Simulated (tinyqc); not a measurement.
From results back to parameters: static screening by free carriers. Three cases, with inputs chosen for the exercise.

Problem. At zero temperature the gas shows Friedel oscillations of period pi/kF and a Thomas-Fermi length 1/qTF; n and m are hidden.

kF = (3 pi^2 n/Mv)^(1/3), EF = c kF^2/m with c = hbar^2/2m0, n in 1/angstrom^3 (1e-24 per 1/cm^3), e2 = e^2/(4 pi eps0). Thomas-Fermi: qTF^2 = 6 pi e2 n/(eps EF). Debye: qD^2 = 4 pi e2 n/(eps kB T).

Constants: hbar^2/2m0 = 3.80998211 eV angstrom^2; e^2/(4 pi eps0) = 14.39964547 eV angstrom.

Case 1.

Values chosen (out of a larger set: near those of InAs; not measured data): Mv = 1 (valleys); eps = 15.1 (background dielectric constant).

period = 225.768 angstrom
1/qTF = 132.215 angstrom

Case 2.

Values chosen (out of a larger set: a free-electron density near that of Cu; not measured data): Mv = 1 (valleys); eps = 1 (background dielectric constant).

period = 2.32707 angstrom
1/qTF = 0.554849 angstrom

Case 3.

Values chosen (out of a larger set: a free-electron density near that of Ag; not measured data): Mv = 1 (valleys); eps = 1 (background dielectric constant).

period = 2.60264 angstrom
1/qTF = 0.586783 angstrom

Find: kF; n; m.

Solution. kF = pi/period and n = Mv kF^3/(3 pi^2); qTF^2 = 2 e2 Mv m kF/(pi eps c) then gives m.

Case 1.

kF = 0.01392 1/angstrom
n = 9.10e+16 1/cm^3
m = 0.026 m0

Case 2.

kF = 1.350 1/angstrom
n = 8.31e+22 1/cm^3
m = 1.000 m0

Case 3.

kF = 1.207 1/angstrom
n = 5.94e+22 1/cm^3
m = 1.000 m0

Computed by tinyqc, one run a case: `OMP_NUM_THREADS=1 python tinyqc.py N N+1 out.jsonl` with N = 1680243, 1680245, 1680252; one thread of a shared Intel(R) Xeon(R) Processor @ 2.30GHz, about 0.01 s a run at most.
